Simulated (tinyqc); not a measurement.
Strain-driven roughening and islands of a mismatched epitaxial film: one step, computed by the program tinyqc. Command: `OMP_NUM_THREADS=1 python tinyqc.py 3012770 3012771 out.jsonl island walk`. One thread of a shared host (Intel(R) Xeon(R) Processor @ 2.30GHz), about 0.01 s of CPU time with the checks.

Film and substrate share isotropic elastic constants; the film is coherent and biaxially strained.

Question. Asaro-Tiller-Grinfeld instability. A ripple A cos(k x) has the surface chemical potential per volume [gamma k^2 - 2 (1 + nu) w k] A cos(k x), so k_c = 2 (1 + nu) w/gamma. With surface diffusion the amplitude grows at the rate q = B k^2 [2 (1 + nu) w k - gamma k^2], fastest at k_m = (3/4) k_c. B is the surface mobility.

Inputs (values chosen for the exercise, modelled on In(0.5)Ga(0.5)As on GaAs): Poisson ratio nu = 0.3; surface energy gamma = 0.772 J/m^2; surface mobility D_s nu_s Omega^2/(k_B T) = 2.5e-34 m^6/(J s).

Transport: surface diffusion.

energy density w = 188.9191 MJ/m^3

Give: k_c; critical wavelength; fastest wavelength; growth time 1/q at k_m.

Answer.

k_c = 0.63626 1/nm

critical wavelength = 9.8752 nm

fastest wavelength = 13.167 nm

growth time 1/q at k_m = 0.29977 s
